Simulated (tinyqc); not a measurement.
Metal gate on a two-layer dielectric stack with fixed charge and a dipole: threshold against doping.

Gate, layer 2, layer 1, p-type semiconductor; x runs from the gate inwards. Charges are counted in units of +q. psi is the band bending at the surface, positive towards inversion. Classical charge, Boltzmann statistics, no interface traps.

EOT = 3.9 (t1/e1 + t2/e2), Cox = eps0/(t1/e1 + t2/e2); phi_ms = pM - (chi + Eg - Vt ln(Nv/Na)). Vfb = phi_ms + Vd - (q/eps0) [Q1 (t1/e1 + t2/e2) + Q2 t2/e2 + r1 (t1^2/(2 e1) + t1 t2/e2) + r2 t2^2/(2 e2)]: each charge counts with its electrical distance from the gate. ni = sqrt(Nc Nv) exp(-Eg/(2 Vt)), Eg in volts, pB = Vt ln(Na/ni), Vth = Vfb + 2 pB + sqrt(4 q eps0 eps_r Na pB)/Cox.

Inputs (values chosen for the exercise); band and dielectric values close to those of silicon, layer 1 close to silicon dioxide, layer 2 close to hafnium oxide: temperature T = 300 K; band gap Eg = 1.11 eV; relative permittivity eps_r = 11.8; conduction-band density of states at T Nc = 2.84e19 cm^-3; valence-band density of states at T Nv = 2.68e19 cm^-3; electron affinity chi = 4.08 eV; work function of the gate metal pM = 4.48 eV; thickness of layer 1, next to the semiconductor t1 = 0.9 nm; relative permittivity of layer 1 e1 = 3.84; thickness of layer 2, next to the gate t2 = 5.7 nm; relative permittivity of layer 2 e2 = 21.5; fixed charge at the semiconductor interface Q1 = 2.5e11 cm^-2; fixed charge between the layers Q2 = 4.8e11 cm^-2; uniform charge density in layer 1 r1 = 0 cm^-3; uniform charge density in layer 2 r2 = 0 cm^-3; flat-band shift by a dipole layer between the layers Vd = 0 V.

Constants: q = 1.602176634e-19 C, kB = 1.380649e-23 J/K, Vt = kB T/q, eps0 = 8.8541878128e-14 F/cm where lengths are in cm. Results are converted to the units shown.

Threshold against doping:
```
Na (cm^-3)  phi_ms (V)  2 pB (V)  Qd/Cox (V)  Vth (V)
1.2e15        -0.45112   0.59075   0.0086907  0.10269
4.1e15        -0.48289   0.65427    0.016906  0.14267
1.4e16        -0.51463   0.71777    0.032721  0.19023
5e16          -0.54754   0.78359    0.064609  0.25503
1.8e17        -0.58066   0.84982     0.12766  0.35120
6.2e17        -0.61263   0.91376     0.24568  0.50119
2.1e18        -0.64417   0.97684     0.46750  0.75455
```

What does the comparison show?

Vth rises from 0.103 to 0.755 V. Of the change, phi_ms + 2 pB gives 193 mV (Vt ln 10 a decade) and the depletion charge 459 mV, growing as Na^(0.53).

Program tinyqc, `OMP_NUM_THREADS=1 python tinyqc.py 2010105 2010106 out.jsonl`; Intel Xeon 2.30GHz, shared host, one thread, about 0.01 s.
